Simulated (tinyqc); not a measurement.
What each parameter does: six-band k.p model of the valence band of a wurtzite crystal.

At k = 0: E1 = D1c + D2c + Te + Le (pure HH); E2, E3 = Le + u +/- sqrt(u^2 + 2 D3c^2), u = (D1c - D2c + Te)/2, D1c = Dcr, D2c = D3c = Dso/3. The weight of LH in state 2 is fL = (E2 - Le)^2/((E2 - Le)^2 + 2 D3c^2). Relative strengths of transitions to the conduction band: for E perpendicular to c (TE) 1/2, fL/2, (1 - fL)/2; for E along c (TM) 0, 1 - fL, fL, with one momentum element for both directions.

Strain of a c-plane layer: exx = eyy = e_par, ezz = -2 (C13/C33) e_par; Le = D1 ezz + D2 (exx + eyy), Te = D3 ezz + D4 (exx + eyy).

Conduction edge: Ec = (top of the unstrained valence band) + Eg + (a1 + D1) ezz + (a2 + D2)(exx + eyy).

Values chosen for the exercise (near those of GaN; shifted at random, so the results belong to these values and not to a real crystal):

| symbol | value | unit | meaning |
|---|---|---|---|
| Dcr | 0.0137 | eV | crystal-field splitting |
| Dso | 0.0174 | eV | spin-orbit splitting |
| Eg | 3.506 | eV | direct gap at Gamma from the top of the unstrained valence band |
| a1 | -5.09 | eV | gap potential along c |
| a2 | -11.65 | eV | gap potential in the plane |
| D1 | -3.83 | eV |  |
| D2 | 4.3 | eV |  |
| D3 | 8.07 | eV |  |
| D4 | -4.06 | eV |  |
| C13 | 110 | GPa |  |
| C33 | 383 | GPa |  |
| e_par | -0.0142 |  | exx = eyy of a c-plane layer |

Splittings at k = 0 under the strain, fL and the lowest transition.

Results for these values:

| case | E1 - E2 (meV) | E1 - E3 (meV) | fL | lowest transition (eV) |
|---|---|---|---|---|
| base | 11.24 | 200.98 | 0.9981 | 3.6142 |

What happens to each result for Dso = 0.02088 eV, all else kept?

Answer: E1 - E2 rises from 11.24 to 13.41; E1 - E3 rises from 200.98 to 202.30; fL falls from 0.9981 to 0.9973; lowest transition does not change at the printed digits.

The same for each parameter in turn:

| case | E1 - E2 (meV) | E1 - E3 (meV) | fL | lowest transition (eV) |
|---|---|---|---|---|
| base | 11.24 | 200.98 | 0.9981 | 3.6142 |
| e_par = -0.01136 | 11.16 | 164.84 | 0.9971 | 3.5926 |
| Dso = 0.02088 eV | 13.41 | 202.30 | 0.9973 | 3.6142 |
| C33 = 459.6 GPa | 11.22 | 190.03 | 0.9979 | 3.6321 |
| a1 = -6.108 eV | 11.24 | 200.98 | 0.9981 | 3.6059 |
| a2 = -13.98 eV | 11.24 | 200.98 | 0.9981 | 3.6804 |
| D2 = 3.44 eV | 11.24 | 200.98 | 0.9981 | 3.6142 |
| D3 = 9.684 eV | 11.27 | 214.13 | 0.9984 | 3.6010 |
| D1 = -3.064 eV | 11.24 | 200.98 | 0.9981 | 3.6142 |

D1 and D2 shift all valence edges and the conduction edge alike, so they drop out of splittings and transitions.

(tinyqc, `OMP_NUM_THREADS=1 python tinyqc.py 1081243 1081244 out.jsonl`, Intel(R) Xeon(R) Processor @ 2.30GHz, 1 thread, shared host, about 0.01 s.)
